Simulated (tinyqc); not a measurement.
# Worked calculation: random telegraph noise from one oxide trap in a small MOSFET

tinyqc, about 0.01 s, one thread, Intel Xeon 2.30GHz (shared host): `OMP_NUM_THREADS=1 python tinyqc.py 2710027 2710028 out.jsonl` Printed values are rounded.

An acceptor-like trap exchanges electrons with the channel. Inversion charge Q = Cox u, u = n Vt W0(exp((Vg - VT)/(n Vt))), W0 the Lambert function, n = nf, Cox = eps0 eox/tox; linear regime Id = (W/L) mu Q Vd. Relative to threshold the surface potential rises by Vt ln(u/u0) and the oxide voltage by the rest of Vg - VT, with u0 = n Vt W0(1).

Inputs (values chosen for the exercise); values of the order met in silicon transistors: temperature T = 200 K; relative permittivity of the gate insulator (close to silicon dioxide) eox = 3.9; insulator thickness tox = 1.6 nm; depth of the trap from the channel interface xt = 0.74 nm; trap level above the channel Fermi level at threshold E0 = 0.11 eV; capture prefactor s0 = 1e-17 cm^2; capture barrier (lattice relaxation) EB = 0.17 eV; tunnelling decay length lt = 0.17 nm; thermal velocity vth = 1.9e7 cm/s; thickness of the inversion layer zi = 2.9 nm; threshold voltage VT = 0.45 V; body factor nf = 1.27; gate width W = 44 nm; gate length L = 43 nm; mobility mu = 250 cm^2/(V s); scattering coefficient of the charged trap asc = 3.9e-16 V s; drain voltage Vd = 0.02 V; gate voltage Vg = 0.67 V.

Constants: q = 1.602176634e-19 C, kB = 1.380649e-23 J/K, Vt = kB T/q, eps0 = 8.8541878128e-14 F/cm where lengths are in cm. Results are converted to the units shown.

Range of the model: VT is taken as given; short-channel effects and the uneven flow of current among few electrons are left out.

## Trap level, time constants and occupancy

N = Cox u/q; dpsi = Vt ln(u/u0); E = E0 - dpsi - (xt/tox)(Vg - VT - dpsi); capture time tc = 1/[(N/zi) vth s0 exp(-xt/lt - EB/Vt)]; emission time te = tc exp(-E/Vt); occupancy te/(tc + te).

u = 0.1745540 V
N = 2.351326e12 cm^-2
dpsi = 0.04555877 V
E = -0.01623784 eV
tc = 9.696196e-4 s
te = 0.002487579 s
occupancy = 0.7195360

The trap lies 0.94 Vt below the Fermi level, so it is filled most of the time.

## Step height

A = W L; threshold step dV = q (1 - xt/tox)/(Cox A); gm/Id = 1/(u + n Vt); relative step dI/I = (gm/Id) dV + asc mu/A. Id as defined.

electrons in the channel N A = 44.48708
dV = 2.108989 mV
gm/Id = 5.090560 1/V
number part of dI/I = 1.073594 %
dI/I = 1.588921 %
Id = 1.927425 uA
dI = 30.62526 nA

## Lorentzian spectrum

Spectrum S(f) = 4 dI^2/{(tc + te)[(1/tc + 1/te)^2 + (2 pi f)^2]}; corner fc = (1/tc + 1/te)/(2 pi); variance dI^2 tc te/(tc + te)^2. Give S at f = 0, at fc and at 10 fc.

fc = 228.1215 Hz
S(0) = 5.282058e-19 A^2/Hz
S(fc) = 2.641029e-19 A^2/Hz
S(10 fc) = 5.229761e-21 A^2/Hz
rms current = 13.75766 nA

The rms value is 0.449 of the step; it reaches its largest share, 1/2, when tc = te.
